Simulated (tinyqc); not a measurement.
Sheet resistance and Hall data of a diffused or implanted layer: one step, computed by the program tinyqc. Command: `OMP_NUM_THREADS=1 python tinyqc.py 3016771 3016772 out.jsonl layer walk`. One thread of a shared host (Intel(R) Xeon(R) Processor @ 2.30GHz), about 0.02 s of CPU time with the checks.

Carriers are taken equal to the net active doping down to the junction (full ionisation, which deep dopants in wide-gap hosts do not reach; no spill-over, no depletion), and the Hall factor is 1.

Question. Profile. N(x) = N_0 exp(-(x - R_p)^2/(2 l^2)) for x > 0, dose N_0 l sqrt(pi/2) erfc(-R_p/(l sqrt 2)), junction x_j = R_p + l sqrt(2 ln(N_0/N_B)); the layer starts at x_0 = max(0, 2 R_p - x_j). Mobility mu = mu_min + (mu_max - mu_min)/(1 + (N_t/N_ref)^alpha), N_t = active doping + N_B; carriers n = active doping - N_B, active doping min(N, N_s). sigma = e n mu.

Inputs (values chosen for the exercise, modelled on phosphorus in silicon):
```
quantity                                 value        unit
mu_min                                    69.4  cm^2/(V s)
mu_max                                    1430  cm^2/(V s)
N_ref                                  9.5e+16      1/cm^3
exponent alpha                            0.72           -
peak concentration N_0                 8.6e+20      1/cm^3
length scale l                             9.1          nm
background doping N_B (opposite type)  1.7e+17      1/cm^3
projected range R_p                         25          nm
solubility limit N_s                   3.2e+20      1/cm^3
```

Profile: buried Gaussian (implant). Activation: limited by solubility.

Constants: e = 1.602176634e-19 C.

Give: Depth, doping, carriers, mobility and conductivity at 2, 10, 20, 35, 50, 65, 80, 90 and 98 % of the layer.

Answer.

Depth, doping, carriers, mobility and conductivity at 2, 10, 20, 35, 50, 65, 80, 90 and 98 % of the layer:
```
x (nm)  N (1/cm^3)  n (1/cm^3)  mu (cm^2/(V s))  sigma (S/cm)
1.25     2.855e+19   2.838e+19             91.3     4.152e+02
6.26     1.031e+20   1.030e+20             78.2     1.290e+03
12.52    3.356e+20   3.198e+20             73.3     3.757e+03
21.90    8.117e+20   3.198e+20             73.3     3.757e+03
31.29    6.772e+20   3.198e+20             73.3     3.757e+03
40.68    1.949e+20   1.947e+20             75.0     2.340e+03
50.07    1.935e+19   1.918e+19             98.2     3.018e+02
56.33    2.298e+18   2.128e+18            188.4     6.422e+01
61.33    2.972e+17   1.272e+17            397.4     8.099e+00
```

The mobility varies by a factor 5.4 across these points and the conductivity by 464.
